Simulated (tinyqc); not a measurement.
# Polarisation charge from two barrier thicknesses

Question. VT = phiB - dEc - q sigma d/(eps0 eps_r). Find sigma, phiB - dEc and the thickness at which VT = 0.

Parameters, values chosen for the exercise:

| symbol | value | unit | meaning |
|---|---|---|---|
| eps_r | 9 |  | relative permittivity of barrier and channel |

Constants: q = 1.602176634e-19 C, eps0 = 8.8541878128e-14 F/cm where lengths are in cm. Results are converted to the units shown.

VT for d = 25 and 35 nm (V): [-5.0895333, -7.4568586]

Solution. VT is linear in d.

sigma = 1.177e13 cm^-2
phiB - dEc = 0.8288 V
thickness for VT = 0 = 3.501 nm

Numbers from tinyqc (`OMP_NUM_THREADS=1 python tinyqc.py 2570085 2570086 out.jsonl`; about 0.01 s on one thread of a shared Intel Xeon 2.30GHz).
